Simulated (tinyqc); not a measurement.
## Thin film between two gates, subbands and threshold shift from confinement: charge and subband filling against gate voltage

Undoped body with a flat potential across it, hard walls, transport along x. Three valley pairs (g = 2 each) with the longitudinal mass along x, y or z. Non-parabolicity enters the subband edges through E (1 + al E) = gamma, so E = 2 gamma/(1 + sqrt(1 + 4 al gamma)); motion within a subband is taken as parabolic with the band-edge mass. Energies are counted from the bulk band edge.

gamma = C (pi k/(t + dl))^2/mz, C = hbar^2/(2 m0). Each subband has N_k = g sqrt(mx my) m0 kB T/(pi hbar^2). With degeneracy n = sum N_k F((EF - E_k)/Vt), F(x) = ln(1 + exp(x)); gate: Vg = EF + q n/(Cg P), P = 2 (both faces), summed over the 60 lowest subbands at most, with Vg counted from the value that would put EF at the bulk band edge of an empty body. Cq = q dn/dEF.

Parameters, values chosen for the exercise; masses close to those of silicon:
- T = 200 K (temperature)
- ml = 0.931 m0 (longitudinal mass)
- mt = 0.192 m0 (transverse mass)
- al = 0 1/eV (non-parabolicity)
- t = 9.3 nm (film thickness (along z))
- dl = 0 nm (widening of the box by penetration into the insulator)
- Cg = 1.7 uF/cm^2 (gate capacitance per area of interface)

Constants: q = 1.602176634e-19 C, kB = 1.380649e-23 J/K, hbar = 1.054571817e-34 J s, m0 = 9.1093837015e-31 kg, Vt = kB T/q, hbar^2/(2 m0) = 0.0380998212 eV nm^2. Results are converted to the units shown.

Results:

| Vg (V) | EF - E_1 (eV) | n (cm^-2) | n/P (cm^-2) | share of the lowest subband (%) | Cq/(Cg P) | total C/(Cg P) |
|---|---|---|---|---|---|---|
| -0.15 | -0.1547 | 1.102e9 | 5.512e8 | 31.65 | 0.003014 | 0.003005 |
| 0.1 | -0.02052 | 2.458e12 | 1.229e12 | 29.85 | 6.248 | 0.8620 |
| 0.23 | -0.007212 | 4.935e12 | 2.467e12 | 28.33 | 11.75 | 0.9215 |
| 0.35 | 7.880e-4 | 7.312e12 | 3.656e12 | 27.08 | 16.43 | 0.9426 |
| 0.47 | 0.006938 | 9.728e12 | 4.864e12 | 25.99 | 20.69 | 0.9539 |
| 0.6 | 0.01241 | 1.237e13 | 6.185e12 | 24.96 | 24.85 | 0.9613 |
| 0.72 | 0.01676 | 1.482e13 | 7.412e12 | 24.12 | 28.33 | 0.9659 |
| 0.85 | 0.02095 | 1.749e13 | 8.747e12 | 23.31 | 31.75 | 0.9695 |

Estimate the missing row, Vg = -0.02 V.

Computed row:

| Vg (V) | EF - E_1 (eV) | n (cm^-2) | n/P (cm^-2) | share of the lowest subband (%) | Cq/(Cg P) | total C/(Cg P) |
|---|---|---|---|---|---|---|
| -0.02 | -0.04869 | 5.097e11 | 2.548e11 | 31.25 | 1.371 | 0.5783 |

With this row back in the table: EF passes E_1 = 0.00467 eV at Vg = 0.336 V. The share of the lowest subband falls from 31.7 to 23.3 % and the total capacitance rises from 0.00301 to 0.969 of Cg P. Between the last two rows 3.2 % of the added gate voltage goes into raising EF. For Vg = 0.1, 0.23, 0.35, 0.47, 0.6, 0.72, 0.85 the charge would bend the potential across the body by some 30 mV or more, which is left out.

Program tinyqc, `OMP_NUM_THREADS=1 python tinyqc.py 2350154 2350155 out.jsonl`; Intel Xeon 2.30GHz, shared host, one thread, about 0.1 s.
